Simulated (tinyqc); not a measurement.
Inside a calculation: deep level with several charge states, and Shockley-Read-Hall recombination. Values are carried at full precision from step to step, so a last printed digit may differ when a step is redone from the rounded ones.

Energies from Ev. The defect has charge states +1, 0, -1 with weights 1, gm exp((EF - E1)/kT), exp((2 EF - E1 - E2)/kT); the shares are the weights over their sum. Boltzmann carriers: n = Nc exp((EF - Eg)/kT), p = Nv exp(-EF/kT). Neutrality: p - n + Nd + Nt <q> = 0.

Constants: kB = 8.617333262e-05 eV/K.

Inputs chosen for the exercise (gap and densities of states near those of SiC at this temperature; not measured data): Eg = 3.19 eV (gap); Nc = 2.89e+19 1/cm^3 (conduction-band density of states); Nv = 5.03e+19 1/cm^3 (valence-band density of states); T = 400 K; E1 = 1.989 eV (level (+1/0) above Ev); E2 = 1.826 eV (level (0/-1) above Ev); gm = 1 (degeneracy of the middle state, the others 1); Nt = 2.2e+13 1/cm^3 (defects); Nd = 8.8e+13 1/cm^3 (ionised shallow donors minus acceptors); E_try = 0.906 eV (trial Fermi level); Et = 1.989 eV (recombination level above Ev); sn = 1.9e-16 cm^2 (electron capture cross-section); sp_ = 5.9e-16 cm^2 (hole capture cross-section); vth = 14000000 cm/s (thermal velocity, both carriers); Nm = 3.4e+15 1/cm^3 (equilibrium electrons for the lifetime steps); dn = 9.6e+13 1/cm^3 (excess pairs).

## Charge states at a trial Fermi level

Form the exponents, the shares, the mean charge and the residual of neutrality at EF = E_try.

exponents of the second and third weights: -31.419  -58.110

shares: +1 1.0000, 0 0.0000, -1 0.0000

<q> = 1.0000

n, p (1/cm^3): 4.83e-10  1.93e+08

residual = 1.10e+14 1/cm^3

The residual is positive, so EF must rise.

## The neutral state

Solve for EF.

EF = 2.7423 eV

shares at EF: +1 0.000, 0 0.000, -1 1.000

n = 6.60e+13 1/cm^3
p = 1.41e-15 1/cm^3

Without the defects the majority density would be 8.80e+13 1/cm^3; with them the density of these carriers is 6.60e+13, so they compensate part of the doping. Most defects are in the state -1. The level order is inverted (negative U), so the middle state is never the most common.

## Recombination through one level

One level at Et with degeneracy 1: tn = 1/(sn vth Nt), tp = 1/(sp_ vth Nt), n1 = Nc exp((Et - Eg)/kT), p1 = Nv exp(-Et/kT), ni^2 = n1 p1. Equilibrium n0 = Nm, p0 = ni^2/Nm; n = n0 + dn, p = p0 + dn. U = (n p - ni^2)/(tp (n + n1) + tn (p + p1)), lifetime dn/U; emission rates en = sn vth n1, ep = sp_ vth p1.

Evaluate each quantity.

tn, tp (microsecond): 17.09  5.503

n1, p1 (1/cm^3): 2.13e+04  4.38e-06

U = 1.61e+19 1/(cm^3 s)
lifetime = 5.97 microsecond

The lifetime is 1.085 times the minority capture time tp and 0.264 times tn + tp, the limit of high injection.

## Emission and generation in a depleted region

With n = p = 0 the level generates pairs at G = Nt en ep/(en + ep); generation lifetime tg = ni/G; current density e G W for a width W = 1 micrometre, e = 1.602176634e-19 C.

en, ep (1/s): 5.67e-05  3.62e-14

G = 0.796 1/(cm^3 s)
tg = 3.84e+05 microsecond
current density = 1.27e-23 A/cm^2

The slower step, hole emission, limits the rate: en/ep = 1.57e+09.

## Checks

- U against hole capture minus emission at the steady occupation of the level (1/(cm^3 s)): both 1.607e+19.

tinyqc: `OMP_NUM_THREADS=1 python tinyqc.py 1682318 1682319 out.jsonl`; about 0.01 s, one thread, shared Intel(R) Xeon(R) Processor @ 2.30GHz.
